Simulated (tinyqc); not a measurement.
Planar metal-insulator-metal capacitor: capacitance, non-linearity, leakage and relaxation: one step of the calculation.

A film between two metal electrodes, each interface adding a series capacitance ci. The small-signal permittivity is ek (1 + aq E^2); the field is found with the linear permittivity. Leakage J = J0 sinh(E/Ef). After a voltage step the film passes a relaxation current kr C V tt^(-nr), tt being the time in seconds.

Question. Planar capacitance, field and non-linearity. Planar film: Cf = eps0 ek/t, 1/C = 1/Cf + 2/ci, EOT = 3.9 eps0/C, effective permittivity C t/eps0, E = (V/t) C/Cf; quadratic coefficient [C(V)/C - 1]/V^2 with Cf (1 + aq E^2) in C(V).

Inputs (values chosen for the exercise); permittivity of the order of that of silicon nitride:
```
symbol,value,unit,meaning
ek,7.84,,relative permittivity of the film
t,5,nm,film thickness
ci,45,uF/cm^2,capacitance of each electrode interface (dead layer and screening)
aq,0.0031,cm^2/MV^2,quadratic field coefficient of the permittivity
V,2.5,V,bias
J0,2.6e-11,A/cm^2,leakage prefactor
Ef,0.28,MV/cm,field for an e-fold rise of the leakage
```

Constants: eps0 = 8.8541878128e-14 F/cm where lengths are in cm. Results are converted to the units shown.

Give: Cf; C; EOT; effective permittivity; E; quadratic coefficient; J.

Answer.

Cf = 1.388 uF/cm^2
C = 1.308 uF/cm^2
EOT = 2.641 nm
effective permittivity = 7.384
E = 4.709 MV/cm
quadratic coefficient = 1.032e4 ppm/V^2
J = 2.621e-4 A/cm^2

The interfaces take 5.81 % of the voltage.

Numbers from tinyqc (`OMP_NUM_THREADS=1 python tinyqc.py 2102173 2102174 out.jsonl`; about 0.01 s on one thread of a shared Intel Xeon 2.30GHz).
